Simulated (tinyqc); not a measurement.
One-electron ion in a basis of Gaussians, step by step. One step of it, computed by the program tinyqc.

Problem. Matrices over normalised Gaussians. With p = a_i + a_j and I(k) = Gamma((k+1)/2) / (2 p^((k+1)/2)): S = I(2l+2), T = (2l+3) a_i a_j S / p, V = -Z I(2l+1), each divided by sqrt(S_ii S_jj).

exponents of r^l exp(-a r^2) (1/bohr^2): [0.053120, 0.170500, 0.547500, 1.758000, 5.644000]

Z = 1

l = 0

Give: S; T; V.

Solution.

S:
```
[[1.000, 0.785, 0.428, 0.196, 0.084],
 [0.785, 1.000, 0.785, 0.428, 0.196],
 [0.428, 0.785, 1.000, 0.785, 0.428],
 [0.196, 0.428, 0.785, 1.000, 0.785],
 [0.084, 0.196, 0.428, 0.785, 1.000]]
```

T (hartree):
```
[[0.080, 0.095, 0.062, 0.030, 0.013],
 [0.095, 0.256, 0.306, 0.199, 0.097],
 [0.062, 0.306, 0.821, 0.983, 0.641],
 [0.030, 0.199, 0.983, 2.637, 3.158],
 [0.013, 0.097, 0.641, 3.158, 8.466]]
```

V (hartree):
```
[[-0.368, -0.419, -0.374, -0.298, -0.227],
 [-0.419, -0.659, -0.751, -0.670, -0.533],
 [-0.374, -0.751, -1.181, -1.345, -1.201],
 [-0.298, -0.670, -1.345, -2.116, -2.410],
 [-0.227, -0.533, -1.201, -2.410, -3.791]]
```
